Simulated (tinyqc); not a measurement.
Thermal stress, cracking, delamination and buckling of a thin film; Griffith cracks and misfitting inclusions: one step, computed by the program tinyqc.

Isotropic linear elasticity; the substrate is much thicker than the film; stress is positive in tension.

Problem. A misfitting inclusion. Film material fills a long cylinder of radius R in the substrate, with the misfit e = thermal strain (it wants to shrink if e > 0). With the axial strain held by the substrate, s0 = (1 + nu) e/[(1 + nu)(1 - 2 nu)/E + (1 + nu_s)/E_s]; inside s_rr = s_tt = s0 and s_zz = E e + 2 nu s0; outside s_rr = s0 (R/r)^2, s_tt = -s_rr. Keep-out radius: where |s_rr| falls to 10 MPa (R if it is lower at the wall).

Inputs (values chosen for the exercise, modelled on a silicon dioxide film on silicon): film Young's modulus E = 71.2 GPa; film Poisson ratio nu = 0.16; deposition temperature T_d = 600 K; final temperature T = 300 K; substrate Young's modulus E_s = 164 GPa; substrate Poisson ratio nu_s = 0.22; inclusion radius R = 0.25 micrometre.

Inclusion: long cylinder (a filled via).

thermal strain = -7.878000e-04

Give: radial stress at the wall s0; mean stress inside; keep-out radius.

Solution.

radial stress at the wall s0 = -49.350 MPa

mean stress inside = -56.861 MPa

keep-out radius = 0.55537 micrometre

The stress does not depend on R; its reach scales with R.
